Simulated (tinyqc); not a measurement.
From results back to parameters: Penn model of the dielectric constant and Phillips ionicity. Three cases, with inputs chosen for the exercise.

Problem. eps was computed from a and a hidden C.

n = 32/a^3; Ep^2 = 8 pi c e2 n with c = hbar^2/2m0, e2 = e^2/(4 pi eps0); EF = c (3 pi^2 n)^(2/3); eps = 1 + (Ep/Eg)^2 S with S = 1 - Eg/(4 EF) + (Eg/(4 EF))^2/3, Eg the Penn gap. Core d shells are left out.

Phillips: bond length d = sqrt(3) a/4; homopolar gap Eh = 39.74 d^(-2.48) eV (d in angstrom); Eg^2 = Eh^2 + C^2; ionicity fi = C^2/Eg^2.

Constants: hbar^2/2m0 = 3.80998211 eV angstrom^2; e^2/(4 pi eps0) = 14.39964547 eV angstrom.

Case 1.

Values chosen (out of a larger set: near those of GaP; not measured data): a = 5.454 angstrom (cubic lattice constant, 32 valence electrons a cell).

eps = 8.67736

Case 2.

Values chosen (out of a larger set: near those of GaAs; not measured data): a = 5.641 angstrom (cubic lattice constant, 32 valence electrons a cell).

eps = 9.35539

Case 3.

Values chosen (out of a larger set: near those of InP; not measured data): a = 5.857 angstrom (cubic lattice constant, 32 valence electrons a cell).

eps = 8.19307

Find: Eg; Eh; C; fi.

Solution. eps falls steadily with Eg, so one Eg fits; C^2 = Eg^2 - Eh^2.

Case 1.

Eg = 5.617 eV
Eh = 4.717 eV
C = 3.05 eV
fi = 0.295

Case 2.

Eg = 5.126 eV
Eh = 4.339 eV
C = 2.73 eV
fi = 0.284

Case 3.

Eg = 5.194 eV
Eh = 3.952 eV
C = 3.37 eV
fi = 0.421

Computed by tinyqc, one run a case: `OMP_NUM_THREADS=1 python tinyqc.py N N+1 out.jsonl` with N = 1652470, 1652477, 1652582; one thread of a shared Intel(R) Xeon(R) Processor @ 2.30GHz, about 0.01 s a run at most.
